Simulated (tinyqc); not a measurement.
# Changing the spring ratio k'/k at the defect

Model: vibrations of a mass or spring defect in a linear chain. Computed by tinyqc, a small Python program. Command: `OMP_NUM_THREADS=1 python tinyqc.py 3026761 3026762 out.jsonl localmode sweep`. One thread of a shared host (Intel(R) Xeon(R) Processor @ 2.30GHz), about 0.03 s of CPU time with the checks.

A ring of N atoms with nearest-neighbour springs k and motion along the chain. Atom 1 is the defect, of mass M', and its two springs are k'. All other atoms have the mass M.

Inputs (values chosen for the exercise, for a model chain): spring constant k = 5.19 eV/angstrom^2; host mass M = 92.6 u; defect mass M' = 6.02 u.

Host: monatomic.

Constants: nu for 1 eV/(angstrom^2 u) = 15.6333042 THz.

Method:
- Host band: lambda from 0 to 4k/M.
- nu = 15.6333042 THz x sqrt(lambda), lambda in eV/(angstrom^2 u).
- D_ii = (sum of the two springs at i)/M_i, D_ij = -k_ij/sqrt(M_i M_j) for neighbours, closed into a ring.
- The same matrix for 120 atoms; amplitudes are the mass-weighted eigenvector, in size, relative to the defect, for the highest mode; its weight is the squared component of the normalised eigenvector on the defect.

One run for each value:
```
spring ratio k'/k at the defect,ratio to the top of the host band,weight of the highest mode on the defect,"highest frequency, long ring (THz)"
0.3,1.5467,0.95913,11.449
0.6,2.1848,0.96473,16.172
0.9,2.6750,0.96614,19.800
1.2,3.0883,0.96678,22.860
1.5,3.4525,0.96715,25.556
1.8,3.7818,0.96739,27.994
2.1,4.0846,0.96756,30.235
2.4,4.3665,0.96769,32.322
```

Over the rows, ratio to the top of the host band rises from 1.55 to 4.37 (exponent d ln y / d ln x about 0.50 throughout); weight of the highest mode on the defect rises from 0.9591 to 0.9677 (exponent d ln y / d ln x 0.0084 between the first rows and 9.6e-4 between the last); highest frequency, long ring (THz) rises from 11.4 to 32.3 (exponent d ln y / d ln x about 0.50 throughout).

Extremes, crossings and ranges named in words are read from the listed rows.
